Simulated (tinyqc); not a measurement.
Raman line shape of confined optical phonons and breathing modes of small crystals: one step, computed by the program tinyqc.

Confinement in 1 direction(s) lets phonons with q away from zero scatter light. q is in units of 2 pi/a, from 0 to 1, and the branch is isotropic: omega(q)^2 = (omega_0^2 + omega_X^2)/2 + ((omega_0^2 - omega_X^2)/2) cos(pi q). The model and its constant beta are phenomenological; beta = 8 is the common choice.

Problem. Range of wave vectors. Weight W(q) = q^0 exp(-(2 L q/a)^2/(2 beta)) dq, that is exp(-k^2 L^2/(2 beta pi^2)) for k = 2 pi q/a. Width q_c = a sqrt(2 beta)/(2 L), where the exponential falls to 1/e; curvature of the branch: omega(q) = omega_0 - c q^2, c = pi^2 (omega_0^2 - omega_X^2)/(8 omega_0); for small q_c the mean of q^2 is (number of confined directions) q_c^2/2, and the mean shift is -c times that.

Inputs (values chosen for the exercise, modelled on silicon): bulk frequency omega_0 = 520.8 1/cm; frequency at the zone boundary omega_X = 424 1/cm; lattice constant a = 5.431 angstrom; size L = 5.6 nm; confinement constant beta = 4.

Shape: film.

Give: q_c; curvature c; mean shift, quadratic estimate; omega(q_c) - omega_0.

Solution.

q_c = 0.13715 2 pi/a

curvature c = 216.65 1/cm

mean shift, quadratic estimate = -2.0377 1/cm

omega(q_c) - omega_0 = -4.0283 1/cm
